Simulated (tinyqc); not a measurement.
Bandgap voltage reference from two bipolar transistors: one step of the calculation.

Two transistors of area 1 and N carry the same current I. Is(T) = Is (T/T0)^eta exp[(Vg0 q/kB)(1/T0 - 1/T)], VBE1 = Vt ln(I/Is(T)) + I rb, VBE2 = Vt ln(I/(N Is(T))) + I rb/N. The amplifier forces I R1(T) = VBE1 - VBE2 + Vos, with R(T) = R (1 + tc (T - T0)) for both resistors, and the output is Vref = VBE1 + I R2(T). Base currents and the Early effect are neglected.

Problem. Operating point at another temperature. Vt = kB T/q; I = (Vt ln N + Vos)/(R1(T) - rb (1 - 1/N)).

Inputs (values chosen for the exercise); values of the order met in silicon bipolar transistors:

| symbol | value | unit | meaning |
|---|---|---|---|
| T0 | 300 | K | reference temperature |
| Vg0 | 1.175 | V | band-gap voltage extrapolated to 0 K |
| eta | 4.2 |  | temperature exponent of the saturation current |
| Is | 3e-17 | A | saturation current of the unit transistor at T0 |
| N | 10 |  | area ratio of the second transistor |
| R1 | 3.8 | kohm | resistor across which the difference of VBE falls, at T0 |
| tc | 0 | ppm/K | temperature coefficient of both resistors |
| Vos | 2.1 | mV | offset of the amplifier |
| rb | 0 | ohm | series resistance of the unit transistor |
| R2 | 34.69 | kohm | output resistor at T0 |
| T | 333 | K | temperature |

Constants: q = 1.602176634e-19 C, kB = 1.380649e-23 J/K. Results are converted to the units shown.

Wanted: Vt; I; Is(T); VBE1; I R2; Vref.

Solution.

Vt = 0.02870 V
I = 17.94 uA
Is(T) = 4.203e-15 A
VBE1 = 0.6363 V
I R2 = 0.6224 V
Vref = 1.259 V

From T0 to T, VBE1 changes by -62.1 mV and I R2 by 59.8 mV, which leaves -2.33 mV in Vref.

tinyqc, about 0.02 s, one thread, Intel Xeon 2.30GHz (shared host): `OMP_NUM_THREADS=1 python tinyqc.py 2062070 2062071 out.jsonl`
